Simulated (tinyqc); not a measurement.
# From one set of inputs to another, one input at a time

Model: valley-orbit splitting of a donor ground state, with strain. Computed by tinyqc, a small Python program. Command: `OMP_NUM_THREADS=1 python tinyqc.py 3004009 3004010 out.jsonl valleyorbit ladder`. One thread of a shared host (Intel(R) Xeon(R) Processor @ 2.30GHz), about 0.01 s of CPU time with the checks.

The basis is the 1s envelope in each valley; energies are counted from the unstrained conduction-band edge. The strain is e_s (a a^T - 1/3) for the unit stress axis a, so valley j along n_j moves by Xi_u e_s w_j with w_j = (n_j.a)^2 - 1/3: -1/3 for x and y, +2/3 for z.

The inputs printed are set A. Inputs not listed in the table keep their values of set A, so the rows need not describe a real material.

Inputs (values chosen for the exercise, modelled on donors in silicon):
```
quantity                            value  unit
single-valley binding energy E_0     31.4   meV
central-cell shift Lambda            4.91   meV
coupling Delta_1                     3.88   meV
coupling Delta_2                     2.75   meV
shear deformation potential Xi_u     8.34    eV
shear strain e_s                  4.1e-05     -
```

Valleys: six along <100>. Stress axis: [001].

Method:
- H_jj = -(E_0 + Lambda) + Xi_u e_s w_j; H_jk = -Delta_2 between opposite valleys and -Delta_1 between perpendicular ones.
- Diagonalise H; the ground vector has positive components. The density at the nucleus, and so the contact hyperfine coupling, scales as (sum_j c_j)^2/(number of valleys), which is 1 without strain; the envelopes are held fixed.
- The binding energy is counted from the lowest valley edge, min_j Xi_u e_s w_j; the gap is from the ground state to the next level.

Each row keeps all changes above it:
```
input moved                                from       to  binding energy under strain (meV)  gap to the first excited state (meV)  hyperfine ratio A/A_0
set A                                         -        -                             54.467                                20.907                0.99995
coupling Delta_1 (meV)                     3.88     1.99                             46.908                                11.828                0.99982
coupling Delta_2 (meV)                     2.75     1.51                             45.668                                10.868                0.99982
central-cell shift Lambda (meV)            4.91     7.26                             48.018                                10.868                0.99982
shear deformation potential Xi_u (eV)      8.34     8.38                             48.018                                10.868                0.99982
single-valley binding energy E_0 (meV)     31.4     39.8                             56.418                                10.868                0.99982
shear strain e_s                        4.1e-05  9.7e-05                             56.271                                10.721                0.99902
```

Where does the difference come from?

Binding energy under strain goes from 54.5 to 56.3, a factor 1.03 in all. The largest single move comes from single-valley binding energy E_0 (a factor 1.17), and coupling Delta_1 works against it (a factor 0.861). gap to the first excited state goes from 20.9 to 10.7, a factor 0.513 in all. The largest single move comes from coupling Delta_1 (a factor 0.566). The single moves hold for this order of the switches; the total does not depend on the order.

Extremes, crossings and ranges named in words are read from the listed rows.
